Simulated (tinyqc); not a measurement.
From magnetoresistance MR back to density n2: Hall effect and magnetoresistance of several carrier groups with constant relaxation times. Computed by tinyqc, a small Python program. Command: `OMP_NUM_THREADS=1 python tinyqc.py 3008024 3008025 out.jsonl hall2 inv`. One thread of a shared host (Intel(R) Xeon(R) Processor @ 2.30GHz), about 0.01 s of CPU time with the checks.

Group 1 has charge -e and group 2 charge +e; s_i is that sign. B lies along z; mu B is formed with mu in m^2/(V s).

Inputs (values chosen for the exercise, for a model conductor):
```
quantity,value,unit
density n1,1.3e+17,1/cm^3
mobility mu1,110000,cm^2/(V s)
mobility mu2,6600,cm^2/(V s)
magnetic field B,0.058,T
```

Carriers: electrons and holes. Densities: per volume.

Constants: e = 1.602176634e-19 C.

Method. sigma_xx = sum n_i e mu_i/(1 + mu_i^2 B^2); sigma_xy = sum s_i n_i e mu_i^2 B/(1 + mu_i^2 B^2). rho_xx = sigma_xx/(sigma_xx^2 + sigma_xy^2); Hall coefficient R_H = sigma_xy/(B (sigma_xx^2 + sigma_xy^2)), with B in V s/cm^2 (1 T = 1e-4 V s/cm^2); magnetoresistance MR = rho_xx(B)/rho_xx(0) - 1. Apparent density 1/(e |R_H|); Hall mobility |R_H|/rho_xx.

Question. A run gave the result below. Find the density n2, known to lie between 9.4e+16 and 2.8e+17 1/cm^3.

magnetoresistance MR = 3.253625 %

Answer.

Each step takes the trial c = (a f_b - b f_a)/(f_b - f_a), f being the result less the target and a, b, c the logarithms of the listed values; c replaces end b, the old b replaces a if the sign of f changed, and otherwise f_a is halved.

Scan of the range:
```
density n2 (1/cm^3),magnetoresistance MR (%)
9.40e+16,1.82245
1.13e+17,2.15462
1.35e+17,2.52519
1.62e+17,2.96014
1.95e+17,3.46345
2.33e+17,4.00658
2.80e+17,4.62796
```

False position (Illinois rule, in the logarithm of the input) inside the bracket:
```
step,end a,end b,trial,magnetoresistance MR (%)
1,1.62000e+17,1.95000e+17,1.80496e+17,3.24597
2,1.95000e+17,1.80496e+17,1.80988e+17,3.25344
3,1.95000e+17,1.80988e+17,1.81012e+17,3.25380
4,1.80988e+17,1.81012e+17,1.81000e+17,3.25362
```

Magnetoresistance MR rises at every point of a 13-point scan of the range (every second point is shown), so one value fits; it is bracketed by 1.62e17 and 1.95e17. Answer: density n2 = 1.810e17 1/cm^3.
